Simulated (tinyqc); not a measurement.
# Worked calculation: quantum limit of the contact resistance of a two-dimensional channel

Program tinyqc, `OMP_NUM_THREADS=1 python tinyqc.py 2760115 2760116 out.jsonl`; Intel Xeon 2.30GHz, shared host, one thread, about 0.01 s. Printed values are rounded.

Parabolic band with gv valleys, C = hbar^2/(2 m0), eta = (EF - Ec)/(kB T). Landauer picture: each mode conducts 2 q^2/h, and the contacts and the channel add incoherently in series, 1/Tt - 1 = 2 (1/tc - 1) + L/lam for the total transmission Tt.

Inputs (values chosen for the exercise):
- T = 300 K (temperature)
- m = 0.29 m0 (mass)
- gv = 2 (valleys)
- n = 4.9e12 cm^-2 (carrier density)
- tc = 1 (transmission of each contact)
- lam = 21 nm (back-scattering length of the channel)
- L = 62 nm (channel length)

Constants: q = 1.602176634e-19 C, kB = 1.380649e-23 J/K, hbar = 1.054571817e-34 J s, h = 6.62607015e-34 J s, m0 = 9.1093837015e-31 kg, Vt = kB T/q, hbar^2/(2 m0) = 0.0380998212 eV nm^2. Results are converted to the units shown.

## Fermi level and modes

n = N ln(1 + exp(eta)), N = gv m kB T/(2 pi C); modes per width M = gv sqrt(m kB T/C) Fm(eta)/(2 sqrt(pi)), Fm(x) = (1/sqrt(pi)) int_0^infinity u^(-1/2)/(1 + exp(u - x)) du; at zero temperature M0 = gv kF/pi, kF = sqrt(2 pi n/gv). kB T in eV.

N = 6.26353e12 cm^-2
eta = 0.171015
M = 168.072 1/um
M0 = 249.777 1/um

The zero-temperature count is 49 % above the thermal one.

## Resistances

RQ = (h/2q^2)/M for the whole device, R = RQ/Tt; the part of one contact is Rc = RQ (1/tc - 1/2) and the channel adds RQ L/lam.

RQ = 76.7909 ohm um
Rc = 38.3955 ohm um
channel = 226.716 ohm um
R = 303.507 ohm um
Tt = 0.253012

The two contacts make up 25.3 % of R.
